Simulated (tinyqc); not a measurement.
Inside a calculation. Model: band bending at a free surface with a continuum of surface states, surface photovoltage and Kelvin probe.

tinyqc, about 0.01 s, one thread, Intel Xeon 2.30GHz (shared host): `OMP_NUM_THREADS=1 python tinyqc.py 2430110 2430111 out.jsonl` Printed values are rounded.

n-type bulk, xi = Ec - EF = Vt ln(Nc/Nd), p0 = ni^2/Nd, ni = sqrt(Nc Nv) exp(-Eg/(2 Vt)), Eg in volts. b is the upward band bending, u = b/Vt. Space charge per area, in units of q: Qc = sign(b) sqrt((2 eps0 eps_r Vt/q) [(Nd + dn)(exp(-u) - 1) + Nd u + (p0 + dn)(exp(u) - 1)]), with dn the excess density under light (flat quasi-Fermi levels; 0 in the dark). The states hold -Ds (E0 - xi - b): negative while the Fermi level lies above the neutrality level. Neutrality: Qc + Qf + (charge of the states) = 0.

Parameters, values chosen for the exercise; band and dielectric values close to those of 4H silicon carbide: temperature T = 300 K; band gap Eg = 3.31 eV; relative permittivity eps_r = 9.88; conduction-band density of states at T Nc = 1.7e19 cm^-3; valence-band density of states at T Nv = 2.52e19 cm^-3; electron affinity chi = 3.66 eV; donor density Nd = 1.5e16 cm^-3; fixed positive charge at the surface Qf = 2.3e11 cm^-2; work function of the probe tip pt = 4.75 eV; density of surface states Ds = 4.1e12 cm^-2 eV^-1; depth of their neutrality level below the conduction edge E0 = 0.67 eV; excess carrier density under light dn = 4.4e14 cm^-3.

Constants: q = 1.602176634e-19 C, kB = 1.380649e-23 J/K, Vt = kB T/q, eps0 = 8.8541878128e-14 F/cm where lengths are in cm. Results are converted to the units shown.

## Bulk quantities

xi, ni, p0, the Debye length sqrt(eps0 eps_r Vt/(q Nd)) and the flat-band work function chi + xi.

xi = 0.181815 eV
ni = 3.25948e-9 cm^-3
p0 = 7.08281e-34 cm^-3
Debye length = 30.6760 nm
chi + xi = 3.84182 eV

## Iteration 1: band bending in the dark

b at the start = 0.39 V

Fixed-point step: b(new) = E0 - xi - (Qc(b) + Qf)/Ds.

b after iteration 1 = 0.372519 V

## Iteration 2: band bending in the dark

As before.

b after iteration 2 = 0.373967 V

## Course of the iteration

Stop when b changes by less than 1e-10 V, or after 40 iterations.

Course of the iteration:
```
iteration     b (V)  change (V)
1          0.372519      0.0175
2          0.373967     1.45e-3
3          0.373846     1.21e-4
4          0.373856     1.01e-5
5          0.373855     8.48e-7
6          0.373855     7.10e-8
7          0.373855     5.94e-9
8          0.373855    4.97e-10
9          0.373855    4.16e-11
```

Converged in 9 iterations. The step multiplies the error by -(dQc/db)/Ds = -0.084.

## Work function and Kelvin-probe reading

converged b = 0.373855 V

Work function chi + xi + b; contact potential difference CPD = (work function of the sample) - pt. Depth of EF below Ec at the surface: xi + b. Depletion width Qc/Nd.

xi + b = 0.555670 eV
Qc = 2.38753e11 cm^-2
Qc/Nd = 159.169 nm
work function = 4.21567 eV
CPD = -534.330 mV

The Fermi level lies 114 meV above the neutrality level.

## Surface photovoltage

Under chopped light the surface charge keeps its dark value, so b falls to bL with Qc(bL, dn) = Qc(b, 0); the photovoltage is b - bL. Qc rises with b, so bL follows by bisection.

bL = 0.147488 V
photovoltage = 226.367 mV
share of b removed = 60.5494 %
excess holes at the surface, dn exp(bL/Vt) = 1.32173e17 cm^-3
